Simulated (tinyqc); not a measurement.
Interface traps by the conductance method, a continuum of levels: two steps of the calculation.

MOS capacitor on an n-type substrate; psi is the band bending, negative in depletion; only majority carriers are counted. The traps exchange electrons with the conduction band; their admittance lies in parallel with Cd, and that pair in series with Cox and Rs. w = 2 pi f.

Inputs (values chosen for the exercise); band and dielectric values close to those of gallium arsenide:
- T = 200 K (temperature)
- eps_r = 13 (relative permittivity)
- Nd = 4.9e15 cm^-3 (donor density)
- EOT = 2.3 nm (equivalent oxide thickness)
- ps = -0.057 V (band bending psi)
- sn = 1e-16 cm^2 (capture cross-section for electrons)
- vth = 3.6e7 cm/s (thermal velocity)
- Dit = 1.1e11 cm^-2 eV^-1 (interface trap density)
- f = 5.8e5 Hz (signal frequency)

Constants: q = 1.602176634e-19 C, kB = 1.380649e-23 J/K, Vt = kB T/q, eps0 = 8.8541878128e-14 F/cm where lengths are in cm. Results are converted to the units shown.

Question 1. Capacitances and time constant. Cox = 3.9 eps0/EOT, LD = sqrt(eps0 eps_r Vt/(q Nd)), u = psi/Vt, Cd = (eps0 eps_r/(sqrt(2) LD)) |exp(u) - 1|/sqrt(exp(u) - u - 1); ns = Nd exp(u); tau = 1/(sn vth ns), Cit = q Dit (Dit per eV).

Find: Cox; Cd; ns; tau; Cit.

Answer 1.

Cox = 1501 nF/cm^2
Cd = 101.9 nF/cm^2
ns = 1.794e14 cm^-3
tau = 1.548e-6 s
Cit = 17.62 nF/cm^2

Question 2. Parallel conductance and capacitance. With x = w tau: Gp/w = Cit ln(1 + x^2)/(2 x), Cp = Cd + Cit arctan(x)/x.

Cd = 101.88558 nF/cm^2
tau = 1.5482397e-6 s
Cit = 17.623943 nF/cm^2

Find: x; Gp/w; Cp.

Answer 2.

x = 5.6422
Gp/w = 5.4530 nF/cm^2
Cp = 106.24 nF/cm^2

The peak of Gp/w lies at x = 1.98 with the height 0.402 Cit; this frequency gives 0.309 Cit.

Numbers from tinyqc (`OMP_NUM_THREADS=1 python tinyqc.py 2030056 2030057 out.jsonl`; about 0.01 s on one thread of a shared Intel Xeon 2.30GHz).
